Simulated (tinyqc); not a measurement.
Thin-film transistor with exponential tail and deep states, accumulation layer: two steps of the calculation.

An undoped film in accumulation, thicker than the space-charge layer. With band bending psi the Fermi level lies E0 - psi below the band edge. Free electrons n = n0 exp(psi/Vt) carry the current; electrons in two exponential distributions of traps, a = a0 exp(psi/Va) and d = d0 exp(psi/Vp), do not. Linear regime, ohmic contacts, traps in equilibrium.

Values chosen for this exercise; values close to those of amorphous silicon: temperature T = 270 K; relative permittivity of the semiconductor eps_r = 11.8; band mobility mb = 8 cm^2/(V s); characteristic temperature of the tail Tt = 350 K; characteristic temperature of the deep states Td = 1050 K; gate capacitance Ci = 20 nF/cm^2; ratio W/L WL = 20; drain voltage Vd = 0.2 V; gate voltage above flat band Vg = 12 V.

Constants: q = 1.602176634e-19 C, kB = 1.380649e-23 J/K, Vt = kB T/q, eps0 = 8.8541878128e-14 F/cm where lengths are in cm. Results are converted to the units shown.

Question 1. Surface potential by Newton steps. Va = kB Tt/q, Vp = kB Td/q. G(psi) = sum over the three kinds of c0 [V (exp(psi/V) - 1) - psi], field F = sqrt(2 q G/(eps0 eps_r)); Vg = psi + eps0 eps_r F/Ci at the surface. f = psi + eps0 eps_r F/Ci - Vg, f' = 1 + q rho/(Ci F) with rho = sum c0 (exp(psi/V) - 1); psi(new) = psi - f/f'.

psi at the start = 0.32 V
n0 = 1.1008028e9 cm^-3
a0 = 2.0324103e12 cm^-3
d0 = 1.4577668e15 cm^-3

Find: F; f; f'; psi after iteration 1.

Answer 1.

F = 44.444 kV/cm
f = -9.3583 V
f' = 24.798
psi after iteration 1 = 0.69739 V

Question 2. Free and total charge, current. Total charge Q = Ci (Vg - psi_s); free charge Qf = q times the integral of n0 (exp(psi/Vt) - 1)/F over psi from 0 to psi_s; I = (W/L) mb Qf Vd; effective mobility mb Qf/Q.

psi_s = 0.441305076 V
n0 = 1.10080277e9 cm^-3
a0 = 2.03241032e12 cm^-3
d0 = 1.45776676e15 cm^-3

Give: surface densities; Q; Qf; effective mobility; I.

Answer 2.

surface densities (cm^-3): free 1.9013e17, tail 4.5975e18, deep 1.9136e17
Q = 231.17 nC/cm^2
Qf = 4.8208 nC/cm^2
effective mobility = 0.16683 cm^2/(V s)
I = 154.26 nA

Numbers from tinyqc (`OMP_NUM_THREADS=1 python tinyqc.py 2610045 2610046 out.jsonl`; about 0.02 s on one thread of a shared Intel Xeon 2.30GHz).
